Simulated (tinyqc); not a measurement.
# Changing the static constant of the insulator eps_0s

Model: scattering of inversion-layer electrons by surface optical phonons of the gate insulator (remote phonon scattering). Computed by tinyqc, a small Python program. Command: `OMP_NUM_THREADS=1 python tinyqc.py 3113718 3113719 out.jsonl sophonon sweep`. One thread of a shared host (Intel(R) Xeon(R) Processor @ 2.30GHz), about 0.02 s of CPU time with the checks.

One subband with the Fang-Howard envelope; insulator and channel are half-spaces, the gate is far away, and an interlayer only moves the polar surface away by t (its own modes and its permittivity contrast are left out).

Inputs (values chosen for the exercise, modelled on AlN on germanium):
```
quantity                                   value        unit
intermediate constant eps_i                 7.32           -
optical constant eps_inf                    4.87           -
hbar omega_TO1                              80.7         meV
hbar omega_TO2                                90         meV
constant of the channel eps_s               16.2           -
in-plane mass m                            0.119         m_0
valleys g_v                                    4           -
sheet density n                          5.3e+11      1/cm^2
mean distance of the electrons z0 = 3/b      2.7          nm
interlayer thickness t                         0          nm
temperature T                                250           K
mobility from other processes                210  cm^2/(V s)
```

Screening by the channel electrons: none.

Constants: k_B = 8.617333262e-05 eV/K; hbar^2/(2 m_0) = 3.80998212 eV angstrom^2; e^2/(4 pi eps_0) = 14.39964548 eV angstrom; hbar = 6.582119569e-16 eV s; e = 1.602176634e-19 C; m_0 = 9.1093837015e-31 kg.

Method:
- eps(w) = eps_inf + (eps_0s - eps_i) w1^2/(w1^2 - w^2) + (eps_i - eps_inf) w2^2/(w2^2 - w^2). Surface modes solve eps(w) + eps_s = 0, a quadratic in w^2; the strength of a mode is g = 2/(w d eps/dw).
- Occupation N = 1/(exp(hbar w/(k_B T)) - 1).
- Density of states D = g_v m/(pi hbar^2); eta = E_F/(k_B T) = ln(exp(n/(D k_B T)) - 1); screening wave number q_s = e^2 D/(2 eps_0 eps_avg) x 1/(1 + exp(-eta)), eps_avg = (eps_s + eps_inf)/2; b = 3/z0.
- For a mode of strength g, without the occupation factor, Area x |M(q)|^2 = e^2 hbar w g/(2 eps_0 q) x (b/(b + q))^6 exp(-2 q t).
- Approximate momentum relaxation rate, taking tau v alike in the initial and final states: 1/tau = (m/(2 pi hbar^3)) sum over modes and over absorption (N, E' = E + hbar w) and emission (N + 1, E' = E - hbar w > 0) of [(1 - f(E'))/(1 - f(E))] int_0^(2 pi) Area |M(q)|^2 (1 - cos theta) d theta, q^2 = k^2 + k'^2 - 2 k k' cos theta, f the Fermi function; 48 midpoints in theta from 0 to pi.
- mu = (e/m) int tau E f (1 - f) dE/(k_B T int f dE), by 300 midpoints from 0 to (max(eta, 0) + 14) k_B T; Matthiessen sum with the other processes.

One run for each value:
```
static constant of the insulator eps_0s  remote-phonon mobility (cm^2/(V s))  loss of mobility (%)
7.7                                                               1.5842e+06              0.013254
10.0                                                              9.7480e+05              0.021538
14.0                                                              8.0817e+05              0.025978
19.0                                                              8.4982e+05              0.024705
25.0                                                              1.0355e+06              0.020275
33.0                                                              1.4437e+06              0.014544
45.0                                                              2.4824e+06              0.008459
60.0                                                              4.7910e+06              0.004383
```

What does the table show, and why?

Over the rows, remote-phonon mobility (cm^2/(V s)) goes from 1.58e6 through a minimum among these rows, 808000 at 14.0, to 4.79e6; loss of mobility (%) goes from 0.0133 through a maximum among these rows, 0.0260 at 14.0, to 0.00438. The strengths add up to 1/(eps_s + eps_inf) - 1/(eps_s + eps_0s), which levels off as eps_0s grows, while the lower surface mode moves up.

Caution (all rows): a relaxation time is only an approximation for inelastic scattering, and static or no screening brackets the true dynamic screening only roughly.

Extremes, crossings and ranges named in words are read from the listed rows.
